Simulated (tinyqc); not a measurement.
Rapid thermal processing of a wafer: radiative balance, ramp and cooling, pattern effects, pyrometer error and spike budget: one step, computed by the program tinyqc. Command: `OMP_NUM_THREADS=1 python tinyqc.py 3111359 3111360 out.jsonl rtp walk`. One thread of a shared host (Intel(R) Xeon(R) Processor @ 2.30GHz), about 0.04 s of CPU time with the checks.

The wafer is opaque and uniform through its thickness unless said otherwise; temperatures in formulas are in kelvin (C + 273.15). sigma = 5.670374419e-12 W/(cm^2 K^4).

Problem. Pattern effect. At steady state a sinusoidal change of absorbed power of relative amplitude a and period p gives the temperature amplitude a q/(dq/dT + k d (2 pi/p)^2); healing length l = sqrt(k d/(dq/dT)); process change = E_a dT/(k_B T^2). Emissivity is taken as unchanged.

Inputs (values chosen for the exercise, modelled on a hot silicon wafer):
```
quantity                                        value        unit
wafer thickness d                                 775  micrometre
thermal conductivity k                           0.27    W/(cm K)
wall temperature T_w                              300           K
process temperature                               681           C
relative change of absorptivity over a pattern    6.5           %
period of the pattern                             9.9          mm
activation energy of the process E_a              2.7          eV
```

dq/dT = 6.120715 mW/(cm^2 K)

holding power q = 1.663082 W/cm^2

Constants: k_B = 8.617333262e-05 eV/K.

Give: healing length l; amplitude without lateral conduction; amplitude; change of the process rate.

Solution.

healing length l = 18.49 mm

amplitude without lateral conduction = 17.66 K

amplitude = 0.1273 K

change of the process rate = 0.4382 %

Lateral conduction cuts the amplitude to 0.72 %, since p/(2 pi l) = 0.085.
